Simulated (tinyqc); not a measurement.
What moves the results: two electrons on one impurity (helium-like model). A value that a table varies takes the place of the one given here.

Units Ha* = 2 Ry m/eps^2 and a* = a0 eps/m. One electron is bound by Z^2/2. Two electrons in the singlet built from exp(-a r) and exp(-b r): S = 8 (ab)^(3/2)/(a + b)^3, h_aa = a^2/2 - Z a, h_bb alike, h_ab = S (ab/2 - Z (a + b)/2), J = ab (a^2 + 3ab + b^2)/(a + b)^3, K = 20 (ab)^3/(a + b)^5, E = (h_aa + h_bb + 2 S h_ab + J + K)/(1 + S^2). For a = b this is a^2 - 2 Z a + 5a/8. Real double donors are deeper, since the central cell is left out.

Constants: e^2/(4 pi eps0) = 14.39964547 eV angstrom.

Inputs chosen for the exercise (near those of impurities in 3C SiC; not measured data): m = 0.34 m0 (one mean mass); eps = 9.7 (dielectric constant); Zs = (0.98, 1.05, 1.27, 1.54, 1.92, 2.62, 3.41) (charges); a_lat = 4.36 angstrom (lattice constant); Eg = 2.391 eV (gap); ED = 57.8 meV (donor binding); EA = 225.9 meV (acceptor binding); W0 = 1.6 x 1e7/s (rate at zero distance); kind = same (sublattices of donor and acceptor); shells = (49, 168, 243, 284, 328, 329, 692) (shell numbers).

## Effective charge

Ha* = 98.3300 meV

Binding of the first electron, of the second (-E - Z^2/2) with equal and with unequal orbitals, and U, the first less the second (unequal).

Results (meV):
```
Z     first  second, equal  second, unequal   a/b      U  U/(Z Ha*)
0.98   47.2          -3.41             0.70  3.92   46.5      0.483
1.05   54.2          -0.72             3.06  3.25   51.1      0.495
1.27   79.3          10.85            14.11  2.48   65.2      0.522
1.54  116.6          31.56            34.54  2.12   82.1      0.542
1.92  181.2          72.85            75.63  1.87  105.6      0.559
2.62  337.5         186.08           188.69  1.65  148.8      0.578
3.41  571.7         371.73           374.26  1.53  197.4      0.589
```

Equal orbitals bind a second electron only above Z = (5/16)/(1 - 1/sqrt2) = 1.067; unequal ones do so in 7 of the 7 rows. Their gain is 4.11 meV in the first row and 2.53 in the last, while the second binding grows to 374 meV, so the gain decides the matter only near Z = 1. U grows almost linearly with Z: U/(Z Ha*) goes from 0.483 to 0.589, towards 5/8, while the first binding grows as Z^2. Angular correlation is left out: at Z = 1 this function binds the second electron by 0.0133 Ha*, half the exact 0.0278.

## Pair lines (donor-acceptor pair recombination)

h nu = Eg - ED - EA + q/(eps R), q = e^2/(4 pi eps0); shell j lies at R = a_lat sqrt(j/2) for the same sublattice and a_lat sqrt(j/2 - 5/16) for opposite ones (on the same sublattice shells 14, 30, 46, 56, 62, ... are empty, where 2j has the form 4^a (8b + 7)); rate W = W0 exp(-2R/aD) with the donor radius aD = q/(2 eps ED). Polarisation and overlap terms, which matter for close pairs, are left out.

Energy, rate and lifetime for each shell.

Lines:
```
shell  R (angstrom)  Coulomb (meV)  h nu (eV)  step to the next shell (meV)  1/W (microsecond)
49            21.58           68.8     2.1761                          0.69               1.80
168           39.96           37.1     2.1444                          0.11               31.5
243           48.06           30.9     2.1382                         0.063                111
284           51.96           28.6     2.1359                         0.050                204
328           55.84           26.6     2.1339                         0.040                374
329           55.92           26.5     2.1338                         0.040                379
692           81.10           18.3     2.1256                         0.013           1.91e+04
```

limit for distant pairs = 2.1073 eV
aD = 12.8 angstrom

The lines crowd together, on average as R^-3: the step falls from 0.69 to 0.013 meV, so distant pairs merge into a band. Close pairs emit higher and 1.06e+04 times faster over this table, so the band shifts to lower energy with delay and to higher energy with stronger pumping. All these lines lie below Eg, and R/aD runs from 1.7 up.

tinyqc: `OMP_NUM_THREADS=1 python tinyqc.py 1250264 1250265 out.jsonl`; about 0.02 s, one thread, shared Intel(R) Xeon(R) Processor @ 2.30GHz.
